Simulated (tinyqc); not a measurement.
Small-signal admittance of a forward-biased p+-n diode: one step of the calculation.

Holes injected into a neutral base of width wb with an ohmic contact at its end; low injection, p0 far above the equilibrium density. A small voltage v exp(i w t), w = 2 pi f, modulates the edge density by p0 v/Vt, and the small-signal density obeys Dp d2p/dx2 = (1/tau + i w) p.

Task. Closed-form admittance. L = sqrt(Dp tau); direct current J = (q Dp p0/L) coth(wb/L); k = sqrt(1 + i w tau)/L; diffusion admittance Y = (q Dp p0/Vt) k coth(k wb) = G + i w C_diff; junction capacitance C_j = sqrt(q eps0 eps_r Nd/(2 Vr)) in the depletion approximation, with the remaining barrier Vr = Vt ln(Na/p0), a rough value under forward bias; base-width modulation is left out.

Parameters, values chosen for the exercise; permittivity close to that of germanium: temperature T = 300 K; relative permittivity eps_r = 16; donor density of the base Nd = 1.8e16 cm^-3; hole diffusion coefficient Dp = 32 cm^2/s; hole lifetime tau = 1e-6 s; width of the neutral base wb = 74 um; excess hole density at the junction edge p0 = 1.1e14 cm^-3; acceptor density of the p+ side Na = 4e18 cm^-3; signal frequency f = 9900 Hz.

Constants: q = 1.602176634e-19 C, kB = 1.380649e-23 J/K, Vt = kB T/q, eps0 = 8.8541878128e-14 F/cm where lengths are in cm. Results are converted to the units shown.

Find: L; J; k wb; Y; C_diff; C_j.

Result.

L = 56.57 um
J = 0.1154 A/cm^2
k wb = 1.309+0.041i
Y = 4.465+0.085i S/cm^2
C_diff = 1.374 uF/cm^2
C_j = 0.08674 uF/cm^2

G is 1.00 times its low-frequency value J/Vt, and C_diff is 15.8 times C_j.

tinyqc, about 0.01 s, one thread, Intel Xeon 2.30GHz (shared host): `OMP_NUM_THREADS=1 python tinyqc.py 2890197 2890198 out.jsonl`
